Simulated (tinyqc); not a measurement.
The 3-omega method: a line heater on a substrate with a thin film: one step, computed by the program tinyqc.

A current at angular frequency omega = 2 pi f heats the line at 2 omega with the amplitude P per length; the temperature swing Delta T at 2 omega gives a voltage at 3 omega. The substrate is taken as semi-infinite and isotropic, and the heat capacity of heater and film is left out.

Problem. Temperature swing of the bare substrate. Delta T_s = (P/(pi kappa)) int_0^infinity (sin x/x)^2 / sqrt(x^2 + (q b)^2) dx with (q b)^2 = i |q b|^2, averaged over the heater width (12 Gauss-Legendre points on each of the pieces 0, 14 log-spaced edges from 1e-5 to 1, and multiples of pi to 40 pi; the tail adds 1/(4 (40 pi)^2)). For |q| b much below 1: Delta T_s = (P/(pi kappa)) [-ln(|q| b) + eta - i pi/4], eta = 3/2 - C_E = 0.92278, with Euler's C_E = 0.5772157.

Inputs (values chosen for the exercise, modelled on polycrystalline aluminium nitride on silicon):
```
quantity                      value           unit
substrate conductivity kappa    152        W/(m K)
substrate heat capacity C      1.62  1e6 J/(m^3 K)
heater half-width b             7.9     micrometre
power amplitude per length P     13            W/m
current frequency f             260             Hz
```

|q| b = 0.04661808

Give: in-phase Delta T_s; out-of-phase Delta T_s; in-phase, narrow-line form; out-of-phase, narrow-line form.

Solution.

in-phase Delta T_s = 0.1086 K

out-of-phase Delta T_s = -0.02134 K

in-phase, narrow-line form = 0.1086 K

out-of-phase, narrow-line form = -0.02138 K

The narrow-line form misses the in-phase part by -0.01 % and the out-of-phase part by +0.2 % at |q| b = 0.047. Caution: the penetration depth exceeds a fifth of the substrate thickness, so the back face is felt and the semi-infinite formula fails.
